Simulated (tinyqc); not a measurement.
Plasmons of a degenerate electron gas in the random-phase approximation: one step. Scales of the gas. Four cases, with inputs chosen for the exercise.

Question. Also rs = (3/(4 pi n))^(1/3) m/(a0 eb).

Zero temperature, parabolic band: kF = (3 pi^2 n)^(1/3), EF = c kF^2/m, Ep^2 = 8 pi c e2 n/(m eb), qTF^2 = 6 pi e2 n/(eb EF), c = hbar^2/2m0, e2 = e^2/(4 pi eps0), n in 1/angstrom^3 (1e-24 per 1/cm^3).

Constants: hbar^2/2m0 = 3.80998211 eV angstrom^2; e^2/(4 pi eps0) = 14.39964547 eV angstrom; a0 (Bohr radius) = 0.5291772105 angstrom.

Give: kF; EF; Ep; qTF; hbar vF; rs.

Case 1.

Values chosen (out of a larger set: a free-electron density near that of Al; not measured data): n = 1.77e+23 1/cm^3 (electron density); m = 1 m0 (mass); eb = 1 (background dielectric constant).

Answer.

kF = 1.7370 1/angstrom
EF = 11.495 eV
Ep = 15.622 eV
qTF = 2.0443 1/angstrom
hbar vF = 13.236 eV angstrom
rs = 2.088

Ep/EF = 1.359. With rs above 1 exchange and correlation, left out here, lower the dispersion noticeably.

Case 2.

Values chosen (out of a larger set: a free-electron density near that of Al; not measured data): n = 1.81e+23 1/cm^3 (electron density); m = 1 m0 (mass); eb = 1 (background dielectric constant).

Answer.

kF = 1.7500 1/angstrom
EF = 11.668 eV
Ep = 15.798 eV
qTF = 2.0520 1/angstrom
hbar vF = 13.335 eV angstrom
rs = 2.072

Ep/EF = 1.354. With rs above 1 exchange and correlation, left out here, lower the dispersion noticeably.

Case 3.

Values chosen (out of a larger set: a free-electron density near that of Na; not measured data): n = 2.59e+22 1/cm^3 (electron density); m = 1 m0 (mass); eb = 1 (background dielectric constant).

Answer.

kF = 0.91532 1/angstrom
EF = 3.1921 eV
Ep = 5.9760 eV
qTF = 1.4840 1/angstrom
hbar vF = 6.9747 eV angstrom
rs = 3.962

Ep/EF = 1.872. With rs above 1 exchange and correlation, left out here, lower the dispersion noticeably.

Case 4.

Values chosen (out of a larger set: mass and background constant near those of GaN; polar phonons, which mix with the plasmon in the real crystal, and the rise of the mass with filling are left out; not measured data): n = 1.1e+18 1/cm^3 (electron density); m = 0.195 m0 (mass); eb = 5.13 (background dielectric constant).

Answer.

kF = 0.031935 1/angstrom
EF = 19.926 meV
Ep = 38.938 meV
qTF = 0.054044 1/angstrom
hbar vF = 1.2479 eV angstrom
rs = 4.317

Ep/EF = 1.954. With rs above 1 exchange and correlation, left out here, lower the dispersion noticeably.

Computed by tinyqc, one run a case: `OMP_NUM_THREADS=1 python tinyqc.py N N+1 out.jsonl` with N = 1680169, 1680447, 1680488, 1680767; one thread of a shared Intel(R) Xeon(R) Processor @ 2.30GHz, about 0.01 s a run at most.
